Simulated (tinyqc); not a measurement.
Worked calculation: binary melting diagram from solution models of liquid and solid. Computed by tinyqc, a small Python program that keeps every step. Command: `OMP_NUM_THREADS=1 python tinyqc.py 3019414 3019415 out.jsonl melt walk`. One thread of a shared host (Intel(R) Xeon(R) Processor @ 2.30GHz), about 0.01 s of CPU time with the checks. Intermediate numbers are printed to about 7 digits and carried at full precision; extremes and crossings named in words are read from the listed rows.

x is the fraction of B. In a phase with interaction L: mu_A = G_A + R T ln(1 - x) + L x^2, mu_B = G_B + R T ln x + L (1 - x)^2. Melting: G(liquid) - G(solid) = H (1 - T/T_m) for each pure component.

Inputs (values chosen for the exercise, for a model alloy):
```
quantity                value    unit
melting point T_A        1360       K
melting point T_B        1100       K
heat of melting H_A      15.1  kJ/mol
heat of melting H_B      11.8  kJ/mol
liquid interaction L_L   -5.4  kJ/mol
overall fraction x0       0.3       -
```

Diagram: eutectic with pure solids.

Constants: R = 8.314462618 J/(mol K).

## The two liquidus branches

Liquid against pure solid A: T = (H_A + L_L x^2)/(H_A/T_A - R ln(1 - x)); against pure solid B: T = (H_B + L_L (1 - x)^2)/(H_B/T_B - R ln x). The higher branch is the stable one; a dash marks a branch without a positive root.

Liquidus temperatures (K):
```
x     branch A  branch B  first solid
0.05  1308.522   194.373            A
0.15  1202.687   298.048            A
0.30  1038.774   441.419            A
0.45   871.396   585.411            A
0.60   702.725   730.308            B
0.75   533.049   873.720            B
0.90   354.605  1012.299            B
0.97   248.873  1074.187            B
```

## Eutectic point by bisection

Halve the interval 0.001 to 0.999 for the crossing, 44 times.

Bisection, first 12 steps:
```
step          x  branch A (K)  branch B (K)
1     0.5000000      815.2454      633.7013
2     0.7495000      533.6201      873.2477
3     0.6247500      674.8388      754.1529
4     0.5623750      745.0873      693.9883
5     0.5935625      709.9754      724.0985
6     0.5779688      727.5340      709.0487
7     0.5857656      718.7554      716.5751
8     0.5896641      714.3656      720.3372
9     0.5877148      716.5605      718.4563
10    0.5867402      717.6580      717.5157
11    0.5872275      717.1093      717.9860
12    0.5869839      717.3836      717.7509
```

eutectic composition x_E = 0.5868083

eutectic temperature T_E = 717.5814 K

T_E lies 382 K below the lower melting point, and x_E lies on the side of B, the lower-melting component.

## Freezing of the alloy x0

Primary solid forms at the higher branch; just above T_E its mole fraction is (x_E - x0)/x_E for A or (x0 - x_E)/(1 - x_E) for B, and the rest freezes as eutectic, with B making up x_E of it.

liquidus temperature = 1038.774 K

fraction of primary solid = 0.4887598

freezing range = 321.1931 K

The primary solid is A.

## Effect of the liquid interaction

The crossing is found anew for each L_L.

Eutectic point:
```
L_L (kJ/mol)        x_E   T_E (K)
-14.0         0.5644592  590.6301
-9.4          0.5746862  658.6887
-4.7          0.5893598  727.8487
-2.4          0.5989359  761.4749
0.0           0.6114060  796.3321
2.0           0.6244266  825.1268
4.0           0.6406957  853.5937
```

T_E rises from 591 to 854 K, 14.6 K per kJ/mol on average: attraction in the liquid stabilises it and deepens the eutectic. As attraction grows x_E moves from 0.641 to 0.564, towards 1/2, where mixing gains most.

Checks made by the program: equal chemical potentials at the eutectic (relative difference below 1e-10).
